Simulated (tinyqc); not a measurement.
Inside a calculation. Model: MOSFET in saturation, small-signal circuit and noise.

Program tinyqc, `OMP_NUM_THREADS=1 python tinyqc.py 2150102 2150103 out.jsonl`; Intel Xeon 2.30GHz, shared host, one thread, about 0.01 s. Printed values are rounded.

Bias by the inversion coefficient IC = I/Ispec (charge-based model with velocity saturation; weak inversion below 0.1, strong above 10). Common-source circuit: gm, gds, Cgs, Cgd and Cj at the inner nodes, Rg in series with the gate; quasi-static, no source or drain resistance, no gate-body capacitance, no substrate network, no induced gate noise, so fmax is an upper estimate.

Values chosen for this exercise:
```
symbol   value         unit                                   meaning
T          350            K                               temperature
L          130           nm                               gate length
W           40           um                          total gate width
Cox       1.76      uF/cm^2                          gate capacitance
mu         120   cm^2/(V s)                                  mobility
n         1.36                                           slope factor
Ls          20           nm                velocity-saturation length
sg       0.038                                           ratio gds/gm
Cov       0.36        fF/um   overlap and fringe capacitance per side
Cj        0.35        fF/um                drain junction capacitance
Rsh         15          ohm              sheet resistance of the gate
Wf           1           um                              finger width
Rc         100       ohm um      gate contact and vertical resistance
IC        0.12                                  inversion coefficient
gw        0.13               short-channel excess of the noise factor
Nt      1.2e18  cm^-3 eV^-1                        oxide trap density
lt         0.1           nm          tunnelling length into the oxide
ac        3000        V s/C            Coulomb scattering coefficient
f          0.4          GHz                          signal frequency
```

Constants: q = 1.602176634e-19 C, kB = 1.380649e-23 J/K, Vt = kB T/q. Results are converted to the units shown.

Range of the model: fmax exceeds 4 fT, where channel resistance and substrate losses, left out here, would cap it.

## Current, transconductance and gain

Ispec = 2 n mu Cox (W/L) Vt^2, lc = Ls/L, gms = [sqrt((lc IC + 1)^2 + 4 IC) - 1]/[2 + lc (lc IC + 1)], gm = gms Ispec/(n Vt), gds = sg gm.

Ispec = 160.7908 uA
I = 19.29490 uA
gms = 0.1074670
gm = 0.4212663 mS
gds = 0.01600812 mS
gm/I = 21.83304 1/V

gm/I is 89.6 % of its weak-inversion limit 1/(n Vt); without velocity saturation (lc = 0) gms would be 0.108.

## Capacitances, gate resistance and cut-off frequencies

qs = [sqrt(1 + 4 IC) - 1]/2, Cgs = Cox W L qs (2 qs + 3)/(3 (qs + 1)^2) + Cov W, Cgd = Cov W, Cd = Cj W, Rg = Rsh (Wf/L)/(12 Nf) + Rc/W with Nf = W/Wf fingers (not rounded) contacted at both ends. fT = gm/(2 pi (Cgs + Cgd)), fmax = fT/(2 sqrt(Rg (gds + 2 pi fT Cgd))).

Cgs = 23.05013 fF
Cgd = 14.4 fF
Cd = 14 fF
Rg = 2.740385 ohm
fT = 1.790291 GHz
fmax = 40.53127 GHz

Overlap and fringe make up 76.9 % of the gate capacitance; fmax is 22.6 times fT.

## Admittance matrix

Inner admittances at w = 2 pi f: y11 = i w (Cgs + Cgd), y12 = -i w Cgd, y21 = gm - i w Cgd, y22 = gds + i w (Cgd + Cd). Invert to Z, add Rg to Z11 and invert back to Y.

inner y (mS):
```
                      1                     2
1  0.0000000+0.0941224i  0.0000000-0.0361911i
2  0.4212663-0.0361911i  0.0160081+0.0713770i
```

Y with Rg (mS):
```
                      1                      2
1  0.0000243+0.0941224i  -0.0000093-0.0361911i
2  0.4212569-0.0362998i   0.0160117+0.0714188i
```

## Current gain and unilateral power gain

|h21| = |Y21/Y11|; U = |Y21 - Y12|^2/(4 [Re Y11 Re Y22 - Re Y12 Re Y21]). Extrapolated at 20 dB a decade: f |h21| and f sqrt(U).

|h21| = 4.492213
U = 10267.40
f |h21| = 1.796885 GHz
f sqrt(U) = 40.53127 GHz

f |h21| is 0.37 % above the formula for fT, and f sqrt(U) within 0.01 % of that for fmax.

## Noise at the gate

Channel noise Sid = 4 kB T gam n gm with gam = (1/2 + (2/3) qs)/(1 + qs) + gw lc IC, qs = [sqrt(1 + 4 IC) - 1]/2, lc = Ls/L (the last term an empirical rise with velocity saturation); at the gate, white noise Sw = Sid/gm^2 + 4 kB T Rg. Number fluctuation with correlated mobility: S(f) = K/f, K = q^2 Vt lt Nt/(W L Cox^2) (1 + ac mu Cox I/gm)^2, Vt in eV with Nt per eV. Corner fc = K/Sw. Full shot noise would be 2 q I.

gam = 0.5186830
Sid = 5.743927e-24 A^2/Hz
Sid/(2 q I) = 0.9290219
sqrt(Sw) = 5.693808 nV/Hz^0.5
K = 6.107481e-11 V^2
fc = 1.883894 MHz

The gate resistance gives 0.16 % of the white noise power. In weak inversion gm = I/(n Vt), so with gam = 1/2 the thermal formula equals shot noise.
